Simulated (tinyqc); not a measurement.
Stress and current directions compared.

A cubic crystal with three pairs of conduction valleys along x, y and z; non-degenerate electrons, one relaxation time, masses unchanged. Stress s_ij = X a_i a_j with a the unit vector along the stress; strain e_ii = s11 s_ii + s12 (s_jj + s_kk), e_ij = s44 s_ij/2. Valley shift dE = Xu (n.e.n - trace(e)/3) with n the valley axis; share f proportional to exp(-dE/Vt). Inverse mass along the current d: (n.d)^2/ml + (1 - (n.d)^2)/mt; mu/mu0 = sum f (1/m) over the plain mean of 1/m. Rows: direction of the stress, of size |X|; columns: direction of the current and sign.

Inputs (values chosen for the exercise); values close to those of silicon:

| symbol | value | unit | meaning |
|---|---|---|---|
| T | 325 | K | temperature |
| s11 | 7.79 | 1/TPa | compliance |
| s12 | -2.15 | 1/TPa | compliance |
| s44 | 12.6 | 1/TPa | compliance |
| Xu | 9.24 | eV | shear deformation potential |
| ml | 0.934 | m0 | longitudinal mass |
| mt | 0.188 | m0 | transverse mass |
| X | -1900 | MPa | uniaxial stress (tension positive) |

Constants: q = 1.602176634e-19 C, kB = 1.380649e-23 J/K, Vt = kB T/q. Results are converted to the units shown.

mu/mu0:
```
	I [100], tension	I [100], compression	I [110], tension	I [110], compression
[100]	1.3618	0.27859	1.0904	0.81965
[110]	1.3185	0.83039	1.3185	0.83039
[001]	0.81911	1.3607	0.81911	1.3607
[111]	1.0000	1.0000	1.0000	1.0000
```

What does the table show?

The largest gain, 1.36, is for stress along [100], tension, current along [100]; the largest loss, 0.279, for [100], compression, current along [100]. Entries equal to one are cases in which the valleys are not split or have equal mass along the current.

tinyqc, about 0.01 s, one thread, Intel Xeon 2.30GHz (shared host): `OMP_NUM_THREADS=1 python tinyqc.py 2530141 2530142 out.jsonl`
